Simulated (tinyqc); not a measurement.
Deep-level transient spectroscopy: one step of the calculation.

Schottky contact on an n-type layer with shallow donors Nd (all ionised) and a donor-like deep trap, neutral when filled and positive when empty; depletion approximation. Traps within lam of the depletion edge stay filled. A long pulse to Vp fills the traps beyond x1 = Wp - lam; back at Vr those between x1 and x2 = Wr - lam emit. A rate window reads S = C(t2) - C(t1).

Problem. Widths. lam = sqrt(2 eps0 eps_r (EF - ET)/(q Nd)), EF - ET = Et - (kB T/q) ln(Nc(T)/Nd), Nc(T) = Nc (T/300 K)^1.5. In the steady state at the band bending V, 2 eps0 eps_r V/q = Nd W^2 + Nt (W - lam)^2 (the second term only if W > lam). V = Vbi + Vr gives Wr and V = Vbi + Vp gives Wp; x1 = max(Wp - lam, 0).

Parameters, values chosen for the exercise; material values close to those of 4H silicon carbide:
- eps_r = 9.79 (relative permittivity)
- Nc = 1.71e19 cm^-3 (conduction-band density of states at 300 K)
- Nd = 2.6e15 cm^-3 (shallow donor density)
- Vbi = 1.16 V (built-in voltage)
- Et = 0.42 eV (depth of the trap below the conduction edge)
- Nt = 2e13 cm^-3 (trap density)
- Vr = 9.4 V (reverse bias)
- Vp = 0.8 V (reverse bias during the filling pulse)
- T = 220 K (temperature of the transient)

Constants: q = 1.602176634e-19 C, kB = 1.380649e-23 J/K, eps0 = 8.8541878128e-14 F/cm where lengths are in cm. Results are converted to the units shown.

Give: lam; Wr; Wp; x1; x2; G = (x2^2 - x1^2)/Wr^2.

Solution.

lam = 330.31 nm
Wr = 2090.7 nm
Wp = 901.77 nm
x1 = 571.47 nm
x2 = 1760.4 nm
G = (x2^2 - x1^2)/Wr^2 = 0.63427

Program tinyqc, `OMP_NUM_THREADS=1 python tinyqc.py 2050030 2050031 out.jsonl`; Intel Xeon 2.30GHz, shared host, one thread, about 0.01 s.
